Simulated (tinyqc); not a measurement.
Inside a calculation. Model: off-state leakage of single and stacked transistors.

Computed by the program tinyqc: `OMP_NUM_THREADS=1 python tinyqc.py 2242252 2242253 out.jsonl`, one thread of a shared Intel Xeon 2.30GHz, about 0.03 s for the whole run. Printed values are rounded.

n-channel devices of unit width. Subthreshold current I(Vg, Vs, Vd) = I0 (T/300 K)^0.5 exp[(Vg - Vs - VT(T) - gb (Vs - Vb) + dd (Vd - Vs))/(nf Vt)] (1 - exp(-(Vd - Vs)/Vt)), VT(T) = VT - cT (T - 300 K). Gate-edge tunnelling Ig (Vd/1 V) exp(ag (Vd - 1 V)), for a gate at 0 V, and band-to-band leakage Ab u exp(-Bb/u), u = Vd - Vb + 1 V, flow at a drain held at V; both are taken as independent of T. In a stack of off transistors (all gates at 0 V) the same subthreshold current passes through each.

Inputs (values chosen for the exercise); values of the order met in bulk silicon logic transistors:
```
symbol  value       unit                                             meaning
T         300          K                                         temperature
V         1.1          V                                      supply voltage
VT       0.31          V        threshold at 300 K, zero drain and body bias
cT        0.7       mV/K              fall of the threshold with temperature
I0       0.54      uA/um                       current at threshold at 300 K
nf       1.44                                                   slope factor
dd       0.16                                drain-induced lowering per volt
gb       0.13             rise of the threshold per volt of source-body bias
Ig       9e-5      uA/um                 gate-edge tunnelling current at 1 V
ag        5.2        1/V               exponential slope of the gate current
Ab          9  uA/(um V)      prefactor of band-to-band leakage at the drain
Bb         20          V                             its exponential voltage
Vb          0          V                                        body voltage
```

Constants: q = 1.602176634e-19 C, kB = 1.380649e-23 J/K, Vt = kB T/q. Results are converted to the units shown.

## Leakage of one transistor

Vg = Vs = 0, Vd = V; effective threshold VT(T) - gb Vb - dd V.

effective threshold = 0.134 V
parts (nA/um): subthreshold 14.7615, gate edge 0.166521, band-to-band 1.38141
total = 16.3094 nA/um
shares (%): subthreshold 90.5089, gate edge 1.02101, band-to-band 8.47005

The subthreshold part is the largest.

## Starting value

Vx = dd V/(1 + gb + 2 dd), the solution for Vx well above Vt, rounded to three decimals.

Vx at the start = 0.121 V

## Iteration 1: new Vx

Stack of two, Vx the node between them: I_low = I(0, 0, Vx), I_up = I(0, Vx, V), f = ln(I_up/I_low), f' = -(1 + gb + 2 dd)/(nf Vt) - 1/(Vt (exp(Vx/Vt) - 1)) - 1/(Vt (exp((V - Vx)/Vt) - 1)), Vx(new) = Vx - f/f'.

I_low = 0.217619 nA/um
I_up = 0.222925 nA/um
f = 0.0240920
f' = -39.3125 1/V
Vx after iteration 1 = 0.121613 V

## Iteration 2: new Vx

As before.

I_low = 0.218241 nA/um
I_up = 0.218241 nA/um
f = 2.63367e-6
f' = -39.3039 1/V
Vx after iteration 2 = 0.121613 V

## Course of the iteration

Stop when the step is below 1e-11 V, or after 40 iterations.

Course of the iteration:
```
iteration  Vx before the step (V)  step (V)
1                           0.121   6.13e-4
2                        0.121613   6.70e-8
3                        0.121613  8.05e-16
```

Converged in 3 iterations. The subthreshold current of the stack is 0.2182 nA/um, 67.6 times less than that of one transistor (the drain leakage is unchanged); the estimate exp[dd V (1 + gb + dd)/((1 + gb + 2 dd) nf Vt)] gives 67.1.
